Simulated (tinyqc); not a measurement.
Efficiency against current: defect, radiative and Auger recombination at equal electron and hole densities (ABC model).

J/(e d) = Ae n + B n^2 + C n^3 with Ae = A + 4 S/w (four side walls, carriers spread evenly), e = 1.602176634e-19 C, lengths in cm; internal efficiency IQE = B n^2/(Ae n + B n^2 + C n^3); all injected carriers recombine in the layer.

Inputs chosen for the exercise (orders of magnitude like those quoted for Ge; the results hold for these values, not for the real material): A = 44000 1/s (defect rate); B = 5.2e-14 cm^3/s (radiative coefficient); C = 2.9e-31 cm^6/s (Auger coefficient); S = 9400 cm/s (recombination velocity of the side walls); w = 5.3 micrometre (side of the square mesa); d = 360 nm (active thickness).

The slope is d ln(B n^2)/d ln J = 2 (Ae + B n + C n^2)/(Ae + 2 B n + 3 C n^2).

Results:
```
J (A/cm^2)  n (1/cm^3)       IQE  slope  differential lifetime (ns)
10            2.44e+16  1.79e-05  2.000                        14.1
50            1.22e+17  8.94e-05  2.000                        14.1
2.0e+02       4.88e+17  0.000357  1.995                        14.0
8.0e+02       1.92e+18   0.00139  1.940                        13.4
3.0e+03       6.28e+18   0.00395  1.562                        9.43
1.0e+04       1.37e+19   0.00565  1.069                        4.23
5.0e+04       2.84e+19   0.00482  0.790                        1.29
2.0e+05       4.76e+19   0.00339  0.714                       0.489
8.0e+05       7.71e+19   0.00223  0.685                       0.190
3.0e+06       1.21e+20   0.00146  0.674                      0.0783
```

IQE peaks at 0.0057 for J = 1.29e+04 A/cm^2, where the slope passes 1. It is 1.79e-05 at the lowest current and 0.00146 at the highest, a droop of 74 %. The slope runs from 2.00 to 0.67; its limits are 2 (defects alone), 1 (radiation alone) and 2/3 (Auger alone). Rows above 1e5 A/cm^2 (3 of them) are formal: heating, left out, would destroy a real device.

Program tinyqc; command `OMP_NUM_THREADS=1 python tinyqc.py 1651852 1651853 out.jsonl`; about 0.01 s on one thread of a shared Intel(R) Xeon(R) Processor @ 2.30GHz.
